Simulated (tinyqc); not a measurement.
Cahn-Hilliard equation on a periodic one-dimensional grid: one step, computed by the program tinyqc. Command: `OMP_NUM_THREADS=1 python tinyqc.py 3009918 3009919 out.jsonl cahn walk`. One thread of a shared host (Intel(R) Xeon(R) Processor @ 2.30GHz), about 0.04 s of CPU time with the checks.

Free energy F = h sum_j [A (c_j^2 - 1)^2/4 + (kappa/2) ((c_(j+1) - c_j)/h)^2]; dc/dt = Lap(mu), mu = A (c^3 - c) - kappa Lap(c), Lap(y)_j = (y_(j+1) - 2 y_j + y_(j-1))/h^2, mobility 1; the grid has n = 12 points.

Question. The first step. Start: c_j = c0 + amplitude x (z_j - mean of z). c(new) = c + dt Lap(mu).

Inputs (values chosen for the exercise, in reduced units):
```
quantity                    value  unit
spacing h                     1.2     -
well depth A                    1     -
gradient coefficient kappa   0.48     -
mean composition c0         -0.19     -
noise amplitude              0.05     -
time step dt                 0.13     -
```

Scheme: explicit Euler.

random numbers: -0.889  0.381  0.263  0.268  0.650  0.892  0.350  0.422  0.978  -0.665  -0.901  0.318

Give: c at the start; mu at the start; c after one step; F at the start; F after one step.

Answer.

c at the start: -0.24306  -0.17956  -0.18546  -0.18521  -0.16611  -0.15401  -0.18111  -0.17751  -0.14971  -0.23186  -0.24366  -0.18271

mu at the start: 0.18742  0.19691  0.17703  0.17258  0.16386  0.16343  0.16494  0.16385  0.18301  0.19595  0.20495  0.21705

c after one step: -0.23953  -0.18221  -0.18407  -0.18560  -0.16537  -0.15384  -0.18135  -0.17569  -0.15027  -0.23222  -0.24338  -0.18648

F at the start = 3.3428

F after one step = 3.3426
